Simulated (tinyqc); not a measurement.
Raising U: Hubbard ring of 6 sites, mean field against exact. Computed by the program tinyqc. Command: `OMP_NUM_THREADS=1 python tinyqc.py 115471 115472 out.jsonl`; one thread of a shared host (Intel(R) Xeon(R) Processor @ 2.60GHz), about 9 s.

one-body matrix (hopping and site energies) (eV):
```
         1        2        3        4        5        6
1   0.0000  -1.1500   0.0000   0.0000   0.0000  -1.1500
2  -1.1500   0.0000  -1.1500   0.0000   0.0000   0.0000
3   0.0000  -1.1500   0.0000  -1.1500   0.0000   0.0000
4   0.0000   0.0000  -1.1500   0.0000  -1.1500   0.0000
5   0.0000   0.0000   0.0000  -1.1500   0.0000  -1.1500
6  -1.1500   0.0000   0.0000   0.0000  -1.1500   0.0000
```

electrons, up and down: 3  3

Collinear unrestricted mean field (the lowest of 40 random starts) against exact diagonalisation.

Exact and mean-field results (eV):
```
U            U/t    E exact  E mean field  mean |n_up - n_down|  double occupancy, exact  first gap in the sector
0.5700    0.4957  -8.373481     -8.345000                0.0000                   0.2333                   2.1065
1.1500    1.0000  -7.591332     -7.475000                0.0000                   0.2161                   1.9047
2.3000    2.0000  -6.220875     -5.750000                0.0000                   0.1808                   1.5100
3.4500    3.0000  -5.098357     -4.198974                0.5539                   0.1446                   1.1599
4.6000    4.0000  -4.219012     -3.261770                0.7578                   0.1111                   0.8859
6.9000    6.0000  -3.045795     -2.239746                0.8914                   0.0637                   0.5579
9.2000    8.0000  -2.355351     -1.698904                0.9384                   0.0391                   0.4009
13.8000  12.0000  -1.609836     -1.142126                0.9724                   0.0186                   0.2608
23.0000  20.0000  -0.980383     -0.688284                0.9900                   0.0070                   0.1564
```

In absolute terms mean field is worst at U/t = 4.0, 0.957 eV too high: at small U it is nearly exact, and at large U it misses only exchange-scale energies. Its local moments set in at U/t = 3.0 of those listed, a broken symmetry that the exact state of a finite cluster with equal spins does not have. Relative to the exact energy its error is 0.3 % at the smallest U, 30 % at most and 30 % at the largest. The double occupancy falls from 0.233 to 0.007; at the largest U the first gap is 0.68 times the exchange scale 4t^2/U.
